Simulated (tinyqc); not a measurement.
Pressure series at fixed power: global model of a low-pressure process discharge: electron temperature, density, ion flux and ion energy. Computed by tinyqc, a small Python program. Command: `OMP_NUM_THREADS=1 python tinyqc.py 3112566 3112567 out.jsonl plasma walk`. One thread of a shared host (Intel(R) Xeon(R) Processor @ 2.30GHz), about 0.01 s of CPU time with the checks.

Maxwellian electrons with temperature T_e in eV, one positive ion, no negative ions, uniform bulk density n; rate constants have the Arrhenius form.

Inputs (values chosen for the exercise, of the order of those of an inductive discharge in a simple atomic gas):
```
quantity                      value   unit
ion mass M                     35.5      u
ionisation prefactor K0     5.3e-14  m^3/s
ionisation energy E_iz         17.2     eV
excitation prefactor X0       3e-14  m^3/s
excitation energy E_ex         9.64     eV
elastic rate constant K_el  6.9e-14  m^3/s
ion-neutral cross section     9e-19    m^2
gas temperature T_g             400      K
radius R                         16     cm
height L                         13     cm
absorbed power P                120      W
```

Constants: k_B = 1.380649e-23 J/K; e = 1.602176634e-19 C; u = 1.6605390666e-27 kg; m_0 = 9.1093837015e-31 kg.

Method:
- n_g = p/(k_B T_g), lambda_i = 1/(n_g sigma), K_iz = K0 exp(-E_iz/T_e), h_L = 0.86/sqrt(3 + L/(2 lambda_i)), h_R = 0.8/sqrt(4 + R/lambda_i), A_eff = 2 pi R^2 h_L + 2 pi R L h_R and d_eff = pi R^2 L/A_eff follow p.
- Particle balance: K0 exp(-E_iz/T_e) n_g d_eff = u_B, u_B = sqrt(e T_e/M).
- E_c = E_iz + (X0 exp(-E_ex/T_e) E_ex + K_el (3 m_0/M) T_e)/K_iz; E_T = E_c + (5/2) T_e + (T_e/2) ln(M/(2 pi m_0)); n = P/(e u_B A_eff E_T); J = e h_L n u_B. Pressures without a root below 2 E_iz are left out.

Against pressure:
```
p (Pa)  T_e (eV)  E_c (eV)  E_T (eV)  n (1/cm^3)  J (mA/cm^2)
0.1       5.4181     39.23     77.81  2.2943e+10      0.60211
0.2       4.1605     50.79     80.42  2.8976e+10      0.59343
0.5       3.1539     77.22     99.67  3.4989e+10      0.49004
1.0       2.6488    112.03    130.89  3.7690e+10      0.37794
2.0       2.2755    168.75    184.95  3.8696e+10      0.26962
5.0       1.9139    301.50    315.13  3.7880e+10      0.15913
10.0      1.7077    476.20    488.36  3.6173e+10      0.10288
20.0      1.5417    759.26    770.23  3.3936e+10      0.06530
```

T_e falls from 5.42 to 1.54 eV, n changes by a factor 1.5 and J by 0.11; in J = P h_L/(A_eff E_T), E_T changes by a factor 9.90.

Extremes, crossings and ranges named in words are read from the listed rows.
